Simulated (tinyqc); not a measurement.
Worked calculation: domain walls in a thin film with perpendicular anisotropy: Bloch, Neel and chiral walls, motion and stripe domains. Computed by tinyqc, a small Python program that keeps every step. Command: `OMP_NUM_THREADS=1 python tinyqc.py 3012113 3012114 out.jsonl mwall walk`. One thread of a shared host (Intel(R) Xeon(R) Processor @ 2.30GHz), about 0.01 s of CPU time with the checks. Intermediate numbers are printed to about 6 digits and carried at full precision; extremes and crossings named in words are read from the listed rows.

One-dimensional wall: polar angle theta(x), azimuth phi of the moment in the wall (phi = 0 Neel, 90 degrees Bloch). mu_0 = 1.25663706212e-6 T m/A, gamma = 1.76085963023e11 rad/(s T).

Inputs (values chosen for the exercise, for a model film):

| quantity | value | unit |
|---|---|---|
| saturation magnetisation M_s | 630 | kA/m |
| exchange stiffness A | 12 | pJ/m |
| uniaxial anisotropy K_u | 319 | kJ/m^3 |
| DMI constant D | 0.12 | mJ/m^2 |
| thickness t | 2.3 | nm |
| damping alpha | 0.01 | - |
| current density J | 2.6 | 1e12 A/m^2 |
| spin Hall angle theta_SH | 0.32 | - |

Drive: spin-orbit torque.

Constants: hbar = 1.054571817e-34 J s; e = 1.602176634e-19 C.

## Width and energy of the Bloch wall

K_eff = K_u - mu_0 M_s^2/2; Delta = sqrt(A/K_eff); sigma_0 = 4 sqrt(A K_eff); profile theta = 2 arctan exp(x/Delta); quality factor Q = 2 K_u/(mu_0 M_s^2).

K_eff = 69.6204 kJ/m^3

width parameter Delta = 13.1287 nm

sigma_0 = 3.65611 mJ/m^2

quality factor Q = 1.27917

## Bloch or Neel

sigma(phi) = sigma_0 + 2 Delta K_D cos^2(phi) - pi D cos(phi), with the wall shape anisotropy K_D = N_x mu_0 M_s^2/2, N_x = t ln 2/(pi Delta). The minimum has cos(phi) = D/D_N for D < D_N = 4 Delta K_D/pi and phi = 0 beyond; sigma turns negative at D_c = (sigma_0 + 2 Delta K_D)/pi.

K_D = 9.63922 kJ/m^3

D_N = 0.161129 mJ/m^2

azimuth phi = 41.8629 degrees

wall energy sigma = 3.51573 mJ/m^2

D_c = 1.24434 mJ/m^2

A mixed wall, between Bloch and Neel. D is 0.10 of D_c.

## Velocity under current

Spin-orbit drive: B_SL = hbar theta_SH J/(2 e M_s t) acts as the field (pi/2) B_SL cos(phi). Steady state: v = (gamma Delta/alpha)(pi/2) B_SL cos(phi) = gamma Delta [B_D sin(phi) - (B_K/2) sin(2 phi)], B_K = 2 K_D/M_s, B_D = pi D/(2 M_s Delta); the root with phi between its rest value and 90 degrees; v saturates at v_D = gamma Delta B_D.

B_SL = 188.969 mT

azimuth in motion = 89.9561 degrees

velocity = 52.6305 m/s

saturation velocity v_D = 52.6848 m/s

v is 100 % of v_D: the wall has turned towards Bloch, where the torque loses its grip. Caution: pinning, heating and tilting of the wall are left out.

## Velocity against current

The formulas are those given above.

Steady motion:

| J (1e12 A/m^2) | B_SL (mT) | phi (degrees) | v (m/s) | v at fixed rest phi (m/s) |
|---|---|---|---|---|
| 0.02 | 1.454 | 84.9679 | 46.3005 | 393.1 |
| 0.05 | 3.634 | 87.8299 | 49.9702 | 982.8 |
| 0.10 | 7.268 | 88.8863 | 51.3001 | 1965.6 |
| 0.20 | 14.536 | 89.4357 | 51.9856 | 3931.2 |
| 0.50 | 36.340 | 89.7725 | 52.4035 | 9827.9 |
| 1.00 | 72.680 | 89.8859 | 52.5439 | 19655.8 |
| 2.00 | 145.361 | 89.9429 | 52.6143 | 39311.6 |
| 5.00 | 363.402 | 89.9771 | 52.6566 | 98279.1 |

The linear law holds to 5 % in 0 of the eight rows; in the last row v is 99.9 % of v_D = pi gamma D/(2 M_s), which depends on neither alpha nor theta_SH.

## Stripe domains

Dipolar length l = sigma/(mu_0 M_s^2); for t much smaller than the period the domain width is w = 0.955 t exp(pi l/t) (Kaplan and Gehring), given as log10 of w in nm.

dipolar length l = 7.04894 nm

log10 of the domain width in nm = 4.52321

Equilibrium domains are about 33000 nm wide.

## Raising D

The formulas are those given above.

Wall against D; the last column is the Kaplan-Gehring width, log10[0.955 t exp(pi sigma/(mu_0 M_s^2 t))/nm], with a dash where it falls below 10 Delta and the formula fails:

| D (mJ/m^2) | phi (degrees) | sigma (mJ/m^2) | sigma/sigma_0 | log10 domain width |
|---|---|---|---|---|
| 0.032 | 78.5450 | 3.64612 | 0.997270 | 4.67831 |
| 0.081 | 59.8211 | 3.59215 | 0.982506 | 4.61411 |
| 0.130 | 36.2150 | 3.49135 | 0.954938 | 4.49423 |
| 0.250 | 0.0000 | 3.12381 | 0.854409 | 4.05708 |
| 0.500 | 0.0000 | 2.33841 | 0.639591 | 3.12296 |
| 0.750 | 0.0000 | 1.55301 | 0.424772 | 2.18883 |
| 1.000 | 0.0000 | 0.76761 | 0.209954 | - |
| 1.100 | 0.0000 | 0.45346 | 0.124027 | - |

D_N is 13 % of D_c, so a small D fixes the chirality long before it lowers the energy much. Beyond D_N sigma falls by pi per unit of D, and the domain width, which has sigma in an exponent, drops by 2.5 decades over the valid rows (values above 6 mean a single domain in any device).

Checks made by the program: sigma_0 against the integral over the profile (relative difference below 1e-10).
